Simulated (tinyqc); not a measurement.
# Charges from the flat band at three thicknesses

Inverse problem. For a gate stack whose outer layer (permittivity e2) is made in three thicknesses t2, Vfb = V0 - (q/eps0) [Qb t2/e2 + r2 t2^2/(2 e2)], with Qb the sheet density of all charge below that layer and r2 the uniform density in it. Find V0, Qb and r2.

Parameters, values chosen for the exercise: relative permittivity of layer 2 e2 = 21.8.

Constants: q = 1.602176634e-19 C, eps0 = 8.8541878128e-14 F/cm where lengths are in cm. Results are converted to the units shown.

t2 (nm): [1.7, 4.5, 8.1]
Vfb (V): [-2.5149609, -2.5680584, -2.6426375]

Answer. A parabola through the three points gives the three coefficients.

V0 = -2.48 V
Qb = 2.08e12 cm^-2
r2 = 6.60e17 cm^-3

Program tinyqc, `OMP_NUM_THREADS=1 python tinyqc.py 2010053 2010054 out.jsonl`; Intel Xeon 2.30GHz, shared host, one thread, about 0.01 s.
